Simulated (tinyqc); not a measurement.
One-electron ion in a basis of Gaussians, step by step. One step of it, computed by the program tinyqc.

Task: Matrices over normalised Gaussians. With p = a_i + a_j and I(k) = Gamma((k+1)/2) / (2 p^((k+1)/2)): S = I(2l+2), T = (2l+3) a_i a_j S / p, V = -Z I(2l+1), each divided by sqrt(S_ii S_jj).

exponents of r^l exp(-a r^2) (1/bohr^2): 0.018090  0.048250  0.128700

Z = 2

l = 2

Give: S; T; V.

Result:

S:
```
       1      2      3
1  1.000  0.667  0.230
2  0.667  1.000  0.667
3  0.230  0.667  1.000
```

T (hartree):
```
       1      2      3
1  0.063  0.061  0.026
2  0.061  0.169  0.164
3  0.026  0.164  0.450
```

V (hartree):
```
        1       2       3
1  -0.229  -0.207  -0.106
2  -0.207  -0.374  -0.338
3  -0.106  -0.338  -0.611
```
